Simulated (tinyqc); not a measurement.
Valley splitting in a one-orbital chain of atomic planes (second-neighbour model): sweeps and comparisons. A value that a table varies takes the place of the one given here.

Each (001) plane carries one orbital with energy e0, hopping v to the next plane and u to the second: E(phi) = e0 + 2 v cos(phi) + 2 u cos(2 phi), where phi = pi - k a/4 (the sign of every second orbital is chosen so that v > 0, which shifts the phase by pi). The minimum lies at cos(phi0) = -v/(4u), phi0 = pi - (pi/2) k0 for a valley at k0 (2 pi/a), and e0 puts it at zero. A slab of N planes has hard walls: the matrix simply ends.

A well of Nw planes between barriers of 40 planes each (as of a SiGe alloy, taken as an offset alone). With x = j - 39.5 for plane j = 0, 1, ..., the potential is V0 (f(x) + f(Nw - x)) + F (j - 40) a/4, f(y) = 1/(1 + exp(y/L)), a step for L = 0; L is in planes, 4 L is about the distance over which f goes from 0.88 to 0.12, and 1 MV/m = 1e-4 V/angstrom.

Constants: hbar^2/2m0 = 3.80998211 eV angstrom^2.

Values chosen for the exercise (near those of the Delta valleys of silicon; abrupt walls in this chain split the valleys several times more than measured wells; shifted at random, so the results belong to these values and not to a real crystal): a = 5.426 angstrom (lattice constant; planes lie a/4 apart); ml = 0.908 m0 (longitudinal mass); N0 = 58 (first number of planes); Nf = 80 (planes in the thick slab); V0 = 0.1 eV (barrier height); F = 2 MV/m (field); Nw = 40 (planes in the well); k0 = 0.828 2 pi/a (position of the valley).

## Splitting against the number of planes

u = 0.613808 eV
v = 0.655306 eV
e0 = 1.402518 eV
phi0 = 1.840973 rad

Ten slabs from N0 on, of thickness (N - 1) a/4 between the outer planes. Effective mass: E1 = (c/ml)(pi/W)^2 with W = (N + 2) a/4: the amplitude vanishes on two missing planes at each end, and the envelope has its nodes N + 2 spacings apart. Large-N estimate of the splitting: 16 pi^2 u |sin(phi0) sin((N + 2) phi0)|/(N + 2)^3.

Doublet (meV):
```
N,thickness (angstrom),mean level,effective mass,splitting,estimate
58,77.32,6.25,6.25,0.216,0.208
59,78.68,6.04,6.05,0.288,0.295
60,80.03,5.85,5.85,0.342,0.339
61,81.39,5.66,5.67,0.087,0.095
62,82.75,5.49,5.49,0.356,0.356
63,84.10,5.32,5.33,0.102,0.095
64,85.46,5.16,5.17,0.272,0.277
65,86.82,5.01,5.01,0.232,0.228
66,88.17,4.86,4.87,0.131,0.137
67,89.53,4.73,4.73,0.279,0.278
```

The mean level falls smoothly, from 6.2 to 4.7 meV, within 0.1 % of the effective-mass value. The splitting swings between 0.087 (N = 61) and 0.356 meV (N = 62): one plane more or less changes the phase between the two walls by phi0 = 1.841 rad. The estimate misses the computed values by at most 0.008 meV.

## Splitting against the electric field

A thick slab in a field F: plane j = 0, 1, ... gains the energy F j a/4 (1 MV/m = 1e-4 V/angstrom), which presses the electron against the first wall. The exponent is the slope of ln(splitting) against ln F between 20 and 50 MV/m.

Doublet:
```
F (MV/m),mean level (meV),splitting (meV),splitting/F (meV per MV/m)
1,8.31,0.1434,0.1434
2,12.57,0.2823,0.1412
5,22.72,0.7042,0.1408
10,35.63,1.4088,0.1409
20,55.66,2.8190,0.1410
30,72.12,4.2304,0.1410
50,99.66,7.0563,0.1411
```

exponent = 1.00

The splitting goes from 0.1434 to 7.0563 meV. At high field it grows as F^1.00: at a single hard wall it follows the squared slope of the envelope, which is proportional to F, while the level itself grows about as F^(2/3) (here F^0.64). A hard wall is the sharpest interface possible; real Si interfaces split several times less.

## Sharp and graded interfaces

The lowest doublet for several interface widths L.

Doublet:
```
L (planes),4 L (angstrom),mean level (meV),splitting (micro-eV)
0.00,0.00,14.09,781.10
0.25,1.36,14.15,429.16
0.50,2.71,14.25,83.78
0.75,4.07,14.39,12.48
1.00,5.43,14.57,1.55
1.50,8.14,15.08,0.03
2.00,10.85,15.77,0.00
```

The mean level moves by +1.7 meV over the table, while the splitting falls from 781.1 micro-eV at a step to 1.55 at L = 1 plane, a factor 503. Coupling the valleys needs the Fourier component of the potential at twice the valley wave vector, a period of a few planes, and grading removes it. Random alloy disorder, left out here, sets the splitting once this part is gone.

## What each parameter does

Step interfaces (L = 0). u, v, e0 follow from 8 u sin^2(phi0) = (2c/ml)/(a/4)^2, v = -4u cos(phi0), e0 = 2u + v^2/(4u), c = hbar^2/2m0. Each row changes one parameter from the base and keeps the others.

Results:
```
case,mean level (meV),splitting (micro-eV)
base,14.09,781.1
k0 = 0.838 2 pi/a,14.08,624.5
ml = 0.999 m0,13.40,735.2
V0 = 0.15 eV,14.80,865.2
F = 4 MV/m,18.68,886.1
Nw = 41,13.85,316.3
```

The largest shifts from the base row, up to three for each result and ties (the steps differ in size, so this ranks the rows, not the parameters). mean level (meV): F +4.59, V0 +0.71, ml -0.68. splitting (micro-eV): Nw -464.8, k0 -156.6, F +105.0.

tinyqc: `OMP_NUM_THREADS=1 python tinyqc.py 1450417 1450418 out.jsonl`; about 0.01 s, one thread, shared Intel(R) Xeon(R) Processor @ 2.30GHz.
